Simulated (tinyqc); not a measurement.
From exact correction back to dielectric constant eps: correction of a charged-defect supercell by a model charge and potential alignment (plane-averaged potentials). Computed by tinyqc, a small Python program. Command: `OMP_NUM_THREADS=1 python tinyqc.py 3114304 3114305 out.jsonl align inv`. One thread of a shared host (Intel(R) Xeon(R) Processor @ 2.30GHz), about 0.04 s of CPU time with the checks.

The "true" defect charge is (1 - x) q in a Gaussian of width sigma plus x q in one of width sigma_t, so the exact answer is known; the correction sees only a single model Gaussian of width sigma_m. A Gaussian of width s has the transform rho(G) = exp(-G^2 s^2/2), normalised to 1. A uniform background cancels q, so G = 0 is left out. Potentials are those felt by a unit positive charge. E_0 is the formation energy of the isolated defect, E_cell its value in the supercell, E_lat = E_iso - E_per of the model charge, C the true less the model potential far from the defect; the exact correction is E_0 - E_cell, and the error of a scheme is E_cell plus its correction less E_0.

Inputs (values chosen for the exercise, with screening close to that of SiO2):

| quantity | value | unit |
|---|---|---|
| defect charge q | -1 | e |
| edge of the cubic cell L | 15.6 | angstrom |
| width sigma of the true defect charge | 1.2 | angstrom |
| share x of the charge in a wide tail | 0.2 | - |
| width sigma_t of the tail | 2.3 | angstrom |
| formation energy of the isolated defect E_0 | 2.5 | eV |

Constants: e^2/(4 pi eps_0) = 14.39964548 eV angstrom.

Method. Periodic energy E_per = (2 pi q^2/(eps L^3)) (e^2/(4 pi eps_0)) sum_(G != 0) rho(G)^2/G^2, G = (2 pi/L)(n1, n2, n3), |n_i| <= 16. Isolated energy: two Gaussians of charges q_a, q_b and widths a, b interact by q_a q_b (e^2/(4 pi eps_0 eps)) sqrt(2/pi)/sqrt(a^2 + b^2), and the self-energy is half the sum over pairs. Supercell value E_cell = E_0 + E_per - E_iso for the true charge.

Problem. A run gave the result below. Find the dielectric constant eps, known to lie between 3.1 and 6.8.

exact correction = 0.2857062 eV

Solution.

Each step takes the trial c = (a f_b - b f_a)/(f_b - f_a), f being the result less the target and a, b, c the logarithms of the listed values; c replaces end b, the old b replaces a if the sign of f changed, and otherwise f_a is halved.

Scan of the range:

| dielectric constant eps | exact correction (eV) |
|---|---|
| 3.10 | 0.405426 |
| 3.53 | 0.356040 |
| 4.03 | 0.311866 |
| 4.59 | 0.273817 |
| 5.23 | 0.240310 |
| 5.97 | 0.210523 |
| 6.80 | 0.184827 |

False position (Illinois rule, in the logarithm of the input) inside the bracket:

| step | end a | end b | trial | exact correction (eV) |
|---|---|---|---|---|
| 1 | 4.03000 | 4.59000 | 4.40713 | 0.285179 |
| 2 | 4.03000 | 4.40713 | 4.39188 | 0.286169 |
| 3 | 4.40713 | 4.39188 | 4.39901 | 0.285706 |
| 4 | 4.39188 | 4.39901 | 4.39900 | 0.285706 |
| 5 | 4.39188 | 4.39900 | 4.39900 | 0.285706 |
| 6 | 4.39900 | 4.39900 | 4.39900 | 0.285706 |

Exact correction falls at every point of a 13-point scan of the range (every second point is shown), so one value fits; it is bracketed by 4.03 and 4.59. The scan shows a pure power law with exponent -1.000, so scaling from any one row also gives the answer directly. Answer: dielectric constant eps = 4.399.
